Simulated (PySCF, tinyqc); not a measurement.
Coupled-perturbed Hartree-Fock on RHF in the sto-3g basis, for H6, spin multiplicity 1, step by step. The lowest restricted solution is unstable here: a spin-polarised one lies 0.0609 hartree lower (PySCF). One step of it, computed by the program tinyqc.

Question. Iteration 1: building the Fock matrix. J_ij = sum D_kl (ij|kl), K_ij = sum D_kl (ik|jl); F = H + J - 0.5 K; E = tr D H + tr D J / 2 - 0.25 tr D K + E_nn.

D at the start:
```
           1H 1s      2H 1s      3H 1s      4H 1s      5H 1s      6H 1s
1H 1s   0.127313   0.347899  -0.195052  -0.256284   0.283252   0.122738
2H 1s   0.347899   1.312082   0.029540  -0.756788   0.471393   0.284041
3H 1s  -0.195052   0.029540   1.226862   0.496954  -0.754950  -0.256334
4H 1s  -0.256284  -0.756788   0.496954   1.229575   0.027444  -0.196331
5H 1s   0.283252   0.471393  -0.754950   0.027444   1.313337   0.349437
6H 1s   0.122738   0.284041  -0.256334  -0.196331   0.349437   0.128216
```

core Hamiltonian H = T + V (hartree):
```
           1H 1s      2H 1s      3H 1s      4H 1s      5H 1s      6H 1s
1H 1s  -1.560252  -0.887352  -0.247691  -0.029249  -0.003277  -0.000130
2H 1s  -0.887352  -2.012902  -1.278598  -0.263564  -0.046601  -0.003285
3H 1s  -0.247691  -1.278598  -2.127959  -1.010183  -0.263112  -0.029249
4H 1s  -0.029249  -0.263564  -1.010183  -2.127591  -1.277007  -0.247700
5H 1s  -0.003277  -0.046601  -0.263112  -1.277007  -2.012625  -0.888513
6H 1s  -0.000130  -0.003285  -0.029249  -0.247700  -0.888513  -1.560644
```

Two-electron integrals (ij|kl) in chemists' order, unique and non-zero (hartree):
```
(11|11) 0.774606   (21|11) 0.245160   (21|21) 0.104775   (22|11) 0.431685
(22|21) 0.245160   (22|22) 0.774606   (31|11) 0.046797   (31|21) 0.022158
(31|22) 0.059788   (31|31) 0.005320   (32|11) 0.173001   (32|21) 0.099743
(32|22) 0.337417   (32|31) 0.028383   (32|32) 0.183900   (33|11) 0.252348
(33|21) 0.143155   (33|22) 0.497676   (33|31) 0.046797   (33|32) 0.337417
(33|33) 0.774606   (41|11) 0.003609   (41|21) 0.001876   (41|22) 0.005589
(41|31) 0.000502   (41|32) 0.002989   (41|33) 0.005589   (41|41) 0.000053
(42|11) 0.025511   (42|21) 0.014156   (42|22) 0.046797   (42|31) 0.004250
(42|32) 0.028383   (42|33) 0.059788   (42|41) 0.000502   (42|42) 0.005320
(43|11) 0.082497   (43|21) 0.043991   (43|22) 0.143155   (43|31) 0.014156
(43|32) 0.099743   (43|33) 0.245160   (43|41) 0.001876   (43|42) 0.022158
(43|43) 0.104775   (44|11) 0.163172   (44|21) 0.082497   (44|22) 0.252348
(44|31) 0.025511   (44|32) 0.173001   (44|33) 0.431685   (44|41) 0.003609
(44|42) 0.046797   (44|43) 0.245160   (44|44) 0.774606   (51|11) 0.000283
(51|21) 0.000152   (51|22) 0.000484   (51|31) 0.000045   (51|32) 0.000289
(51|33) 0.000595   (51|41) 0.000005   (51|42) 0.000053   (51|43) 0.000216
(51|44) 0.000443   (51|51) 5.42e-07   (52|11) 0.003484   (52|21) 0.001866
(52|22) 0.006031   (52|31) 0.000574   (52|32) 0.003879   (52|33) 0.008683
(52|41) 0.000072   (52|42) 0.000809   (52|43) 0.003617   (52|44) 0.008685
(52|51) 0.000008   (52|52) 0.000133   (53|11) 0.017554   (53|21) 0.009032
(53|22) 0.028223   (53|31) 0.002821   (53|32) 0.019256   (53|33) 0.046706
(53|41) 0.000377   (53|42) 0.004552   (53|43) 0.022117   (53|44) 0.059682
(53|51) 0.000045   (53|52) 0.000807   (53|53) 0.005302   (54|11) 0.075937
(54|21) 0.037339   (54|22) 0.110363   (54|31) 0.011138   (54|32) 0.072528
(54|33) 0.172757   (54|41) 0.001519   (54|42) 0.019266   (54|43) 0.099599
(54|44) 0.336927   (54|51) 0.000187   (54|52) 0.003875   (54|53) 0.028298
(54|54) 0.183432   (55|11) 0.126446   (55|21) 0.060737   (55|22) 0.174407
(55|31) 0.017581   (55|32) 0.110467   (55|33) 0.252230   (55|41) 0.002304
(55|42) 0.028262   (55|43) 0.143071   (55|44) 0.497336   (55|51) 0.000283
(55|52) 0.006031   (55|53) 0.046706   (55|54) 0.336927   (55|55) 0.774606
(61|11) 0.000007   (61|21) 3.94e-06   (61|22) 0.000013   (61|31) 1.22e-06
(61|32) 0.000008   (61|33) 0.000019   (61|41) 1.56e-07   (61|42) 1.77e-06
(61|43) 0.000008   (61|44) 0.000019   (61|51) 1.77e-08   (61|52) 2.92e-07
(61|53) 1.77e-06   (61|54) 0.000008   (61|55) 0.000013   (62|11) 0.000181
(62|21) 0.000092   (62|22) 0.000283   (62|31) 0.000028   (62|32) 0.000188
(62|33) 0.000444   (62|41) 3.74e-06   (62|42) 0.000045   (62|43) 0.000216
(62|44) 0.000597   (62|51) 4.42e-07   (62|52) 0.000008   (62|53) 0.000053
(62|54) 0.000289   (62|55) 0.000485   (62|61) 1.77e-08   (62|62) 5.45e-07
(63|11) 0.001562   (63|21) 0.000773   (63|22) 0.002305   (63|31) 0.000232
(63|32) 0.001521   (63|33) 0.003609   (63|41) 0.000031   (63|42) 0.000378
(63|43) 0.001876   (63|44) 0.005589   (63|51) 3.73e-06   (63|52) 0.000072
(63|53) 0.000501   (63|54) 0.002986   (63|55) 0.005588   (63|61) 1.56e-07
(63|62) 0.000005   (63|63) 0.000053   (64|11) 0.012752   (64|21) 0.006123
(64|22) 0.017587   (64|31) 0.001773   (64|32) 0.011153   (64|33) 0.025511
(64|41) 0.000232   (64|42) 0.002826   (64|43) 0.014156   (64|44) 0.046797
(64|51) 0.000028   (64|52) 0.000574   (64|53) 0.004243   (64|54) 0.028352
(64|55) 0.059791   (64|61) 1.22e-06   (64|62) 0.000045   (64|63) 0.000502
(64|64) 0.005320   (65|11) 0.046017   (65|21) 0.021678   (65|22) 0.060822
(65|31) 0.006130   (65|32) 0.037429   (65|33) 0.082585   (65|41) 0.000774
(65|42) 0.009058   (65|43) 0.044036   (65|44) 0.143292   (65|51) 0.000092
(65|52) 0.001869   (65|53) 0.014151   (65|54) 0.099755   (65|55) 0.245547
(65|61) 3.95e-06   (65|62) 0.000153   (65|63) 0.001878   (65|64) 0.022186
(65|65) 0.105068   (66|11) 0.099190   (66|21) 0.045964   (66|22) 0.126476
(66|31) 0.012752   (66|32) 0.076034   (66|33) 0.163172   (66|41) 0.001562
(66|42) 0.017587   (66|43) 0.082497   (66|44) 0.252348   (66|51) 0.000181
(66|52) 0.003485   (66|53) 0.025475   (66|54) 0.172855   (66|55) 0.431973
(66|61) 0.000007   (66|62) 0.000283   (66|63) 0.003609   (66|64) 0.046797
(66|65) 0.245547   (66|66) 0.774606
```

nuclear repulsion = 4.36834685 hartree

Give: Coulomb J; exchange K; Fock matrix F; total energy of this density.

Answer.

Coulomb J (hartree):
```
       1H 1s  2H 1s  3H 1s  4H 1s  5H 1s  6H 1s
1H 1s  1.566  0.810  0.221  0.025  0.003  0.000
2H 1s  0.810  2.477  1.370  0.259  0.042  0.003
3H 1s  0.221  1.370  2.764  1.100  0.258  0.025
4H 1s  0.025  0.259  1.100  2.764  1.369  0.221
5H 1s  0.003  0.042  0.258  1.369  2.478  0.811
6H 1s  0.000  0.003  0.025  0.221  0.811  1.568
```

exchange K (hartree):
```
        1H 1s  2H 1s   3H 1s   4H 1s  5H 1s   6H 1s
1H 1s   0.392  0.525   0.179  -0.022  0.026   0.034
2H 1s   0.525  1.365   0.864   0.139  0.033   0.026
3H 1s   0.179  0.864   1.384   0.684  0.139  -0.022
4H 1s  -0.022  0.139   0.684   1.384  0.863   0.179
5H 1s   0.026  0.033   0.139   0.863  1.365   0.526
6H 1s   0.034  0.026  -0.022   0.179  0.526   0.394
```

Fock matrix F (hartree):
```
        1H 1s   2H 1s   3H 1s   4H 1s   5H 1s   6H 1s
1H 1s  -0.191  -0.340  -0.117   0.006  -0.013  -0.017
2H 1s  -0.340  -0.218  -0.341  -0.074  -0.021  -0.014
3H 1s  -0.117  -0.341  -0.056  -0.253  -0.074   0.006
4H 1s   0.006  -0.074  -0.253  -0.056  -0.340  -0.117
5H 1s  -0.013  -0.021  -0.074  -0.340  -0.217  -0.340
6H 1s  -0.017  -0.014   0.006  -0.117  -0.340  -0.190
```

total energy of this density = -2.42021 hartree
